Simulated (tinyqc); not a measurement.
From results back to parameters: phonon-assisted absorption at an indirect gap. Three cases, with inputs chosen for the exercise.

Problem. A slab transmits Tr = (1 - R)^2 x/(1 - R^2 x^2) with x = exp(-alpha d) and R = ((nr - 1)/(nr + 1))^2.

Find: x; alpha.

Method. Tr R^2 x^2 + (1 - R)^2 x - Tr = 0; take the positive root, then alpha = -ln(x)/d.

Case 1.

Values chosen (out of a larger set: loosely those of Si at room temperature; Eg is not tied to T; not measured data): nr = 3.56 (refractive index); d = 73 micrometre (thickness).

Tr = 0.0332851

Solution.

x = 0.07094
alpha = 362 1/cm

Case 2.

Values chosen (out of a larger set: loosely those of SiGe at room temperature; Eg is not tied to T; not measured data): nr = 3.79 (refractive index); d = 61 micrometre (thickness).

Tr = 0.0375015

Solution.

x = 0.08583
alpha = 403 1/cm

Case 3.

Values chosen (out of a larger set: loosely those of SiC at room temperature; Eg is not tied to T; not measured data): nr = 2.78 (refractive index); d = 1.5 micrometre (thickness).

Tr = 0.634934

Solution.

x = 0.9971
alpha = 19.6 1/cm

Computed by tinyqc, one run a case: `OMP_NUM_THREADS=1 python tinyqc.py N N+1 out.jsonl` with N = 1682549, 1682605, 1682633; one thread of a shared Intel(R) Xeon(R) Processor @ 2.30GHz, about 0.01 s a run at most.
